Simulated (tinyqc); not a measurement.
Worked calculation: vibrations of a mass or spring defect in a linear chain. Computed by tinyqc, a small Python program that keeps every step. Command: `OMP_NUM_THREADS=1 python tinyqc.py 3012868 3012869 out.jsonl localmode walk`. One thread of a shared host (Intel(R) Xeon(R) Processor @ 2.30GHz), about 0.01 s of CPU time with the checks. Intermediate numbers are printed to about 7 digits and carried at full precision; extremes and crossings named in words are read from the listed rows.

A ring of N atoms with nearest-neighbour springs k and motion along the chain. Atom 1 is the defect, of mass M', and its two springs are k'. All other atoms have the mass M.

Inputs (values chosen for the exercise, for a model chain): spring constant k = 14.1 eV/angstrom^2; host mass M = 72.3 u; defect mass M' = 12.1 u; spring ratio k'/k at the defect = 1; atoms in the ring N = 6; isotope mass step = 1 u.

Host: monatomic.

Constants: nu for 1 eV/(angstrom^2 u) = 15.6333042 THz.

## Band edges of the host

Host band: lambda from 0 to 4k/M. nu = 15.6333042 THz x sqrt(lambda), lambda in eV/(angstrom^2 u).

band edges (THz): [0.00000, 13.80769]

## Dynamical matrix of the ring

D_ii = (sum of the two springs at i)/M_i, D_ij = -k_ij/sqrt(M_i M_j) for neighbours, closed into a ring.

D (eV/(angstrom^2 u)):
$$\begin{pmatrix}
2.330579 & -0.476713 & 0.000000 & 0.000000 & 0.000000 & -0.476713 \\
-0.476713 & 0.390041 & -0.195021 & 0.000000 & 0.000000 & 0.000000 \\
0.000000 & -0.195021 & 0.390041 & -0.195021 & 0.000000 & 0.000000 \\
0.000000 & 0.000000 & -0.195021 & 0.390041 & -0.195021 & 0.000000 \\
0.000000 & 0.000000 & 0.000000 & -0.195021 & 0.390041 & -0.195021 \\
-0.476713 & 0.000000 & 0.000000 & 0.000000 & -0.195021 & 0.390041
\end{pmatrix}$$

## Frequencies of the ring

Diagonalise D and leave out the zero eigenvalue of the uniform shift.

nonzero frequencies (THz): [6.90385, 7.92923, 11.95781, 13.08002, 24.93217]

1 mode(s) lie outside the host bands, at 24.932 THz.

## The highest mode of a long ring

The same matrix for 120 atoms; amplitudes are the mass-weighted eigenvector, in size, relative to the defect, for the highest mode; its weight is the squared component of the normalised eigenvector on the defect.

highest frequency, long ring = 24.93210 THz

weight of the highest mode on the defect = 0.9086792

amplitudes on atoms 1 to 8: [1.000000e+00, 2.232266e-01, 2.038522e-02, 1.861594e-03, 1.700022e-04, 1.552473e-05, 1.417730e-06, 1.294681e-07]

ratio to the top of the host band = 1.805667

A local mode: it lies 80.6 % above the host band and its amplitude falls by a factor 119.91 every two atoms beyond the first neighbour.

## Closed form for a light mass defect

With eps = 1 - M'/M and unchanged springs, the Green-function condition of the infinite chain gives nu = nu_max/sqrt(1 - eps^2), with nu_max the upper band edge, and the displacement alternates in sign and falls by (1 - eps)/(1 + eps) an atom.

eps = 0.8326418

local-mode frequency = 24.93210 THz

decay factor per atom = 0.09132075

## Convergence with the size of the ring

The formulas are those given above.

Highest mode:
```
N    frequency (THz)  weight on the defect  modes outside the bands
4           24.93992             0.9067685                        1
6           24.93217             0.9086518                        1
8           24.93210             0.9086789                        1
12          24.93210             0.9086792                        1
20          24.93210             0.9086792                        1
40          24.93210             0.9086792                        1
80          24.93210             0.9086792                        1
120         24.93210             0.9086792                        1
```

The local mode is within 0.01 % of its final value from N = 6 on, and its weight on the defect settles at 0.909: a bound mode needs only a cell larger than its decay length.

## Isotope shift of the local mode

Raise M' by the isotope step in the 120-atom ring. First order, good only for a step much smaller than M': Delta nu/nu = -(1/2) (weight on the defect) Delta M'/M'; a defect vibrating against fixed neighbours would give sqrt(M'/(M' + step)) - 1.

shift, exact = -3.527818 %

shift, first order = -3.754873 %

shift, fixed neighbours = -3.892554 %

The shift is 91 % of the fixed-neighbour value; all other atoms together carry 9 % of the kinetic energy of the mode.

Checks made by the program: closed form against the long ring (relative difference below 1e-10).
